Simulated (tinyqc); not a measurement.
Worked calculation: Ewald sum of point charges, fluorite lattice. Computed by tinyqc, a small Python program that keeps every step. Command: `OMP_NUM_THREADS=1 python tinyqc.py 29256 29257 out.jsonl` (the two numbers bound the seeds that draw the settings). One thread of a shared host (Intel(R) Xeon(R) Processor @ 2.60GHz), about 0.06 s of CPU time with the checks.

## Ewald sum with eta = 0.378 1/bohr

cell vectors (rows) (bohr):
```
        1       2       3
1  0.0000  4.1650  4.1650
2  4.1650  0.0000  4.1650
3  4.1650  4.1650  0.0000
```

Charges:
```
q            f1      f2      f3
4.0000   0.0000  0.0000  0.0000
-2.0000  0.2500  0.2500  0.2500
-2.0000  0.7500  0.7500  0.7500
```

Real space: 1/2 sum q_i q_j erfc(eta r)/r over all images with r > 0; reciprocal space: (2 pi/V) sum_(G != 0) exp(-G^2/4 eta^2)/G^2 |S(G)|^2 with S(G) = sum q exp(i G.r); self term -eta/sqrt(pi) sum q^2; background -pi Q^2/(2 V eta^2), Q the total charge.

Real-space shells (first ones):
```
r (bohr)  pairs  sum (hartree)
3.6070       16        -0.9551
4.1650       12         0.1497
5.8902       36         0.0401
6.9069       48        -0.0062
7.2140       16         0.0005
8.3300       18       7.32e-05
9.0774       48      -2.58e-05
9.3132       48       6.60e-06
10.2021      72       1.39e-06
10.8210      64      -1.72e-07
11.7804      36       3.70e-09
12.3202      96      -1.41e-09
```

Reciprocal shells (first ones that count):
```
G^2 (1/bohr^2)  vectors  sum (hartree)
1.7068                8         0.1646
2.2758                6         0.1368
6.2584               24       4.68e-05
6.8273                8       2.12e-05
10.8099              24       9.43e-09
11.3789              24       1.32e-08
```

## The total does not depend on eta

The same sums for other eta.

Totals (hartree per cell):
```
eta        real  reciprocal     self  background      total
0.3780  -0.7709      0.3015  -5.1183      0.0000  -5.587791
0.6520  -0.0149      3.2556  -8.8284      0.0000  -5.587791
0.7320  -0.0033      4.3271  -9.9117      0.0000  -5.587791
```

shortest distance = 3.6070 bohr

Madelung constant -E d / (formula units |q+ q-|) = 2.5194
